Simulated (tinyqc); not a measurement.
From results back to parameters: carbon nanotube by zone folding. Two cases, with inputs chosen for the exercise.

Problem. d = sqrt3 acc sqrt(n^2 + nm + m^2)/pi and tan(theta) = sqrt3 m/(2n + m). Diameter and chiral angle below belong to a hidden tube.

Find: n, m; type in zone folding.

Method. With L = pi d/a, a = sqrt3 acc, the components of C are n + m/2 = L cos(theta) and sqrt3 m/2 = L sin(theta). The tube is metallic where n - m is a multiple of three.

Case 1.

Values chosen (out of a larger set: near those used for carbon; not measured data): acc = 1.42 angstrom (bond length).

d = 16.403 angstrom
theta = 11.93 degrees

Solution.

n, m: 18  5

type in zone folding: semiconducting

Case 2.

Values chosen (out of a larger set: near those used for carbon; not measured data): acc = 1.44 angstrom (bond length).

d = 7.573 angstrom
theta = 27.00 degrees

Solution.

n, m: 6  5

type in zone folding: semiconducting

Computed by tinyqc, one run a case: `OMP_NUM_THREADS=1 python tinyqc.py N N+1 out.jsonl` with N = 1482313, 1482354; one thread of a shared Intel(R) Xeon(R) Processor @ 2.30GHz, about 0.03 s a run at most.
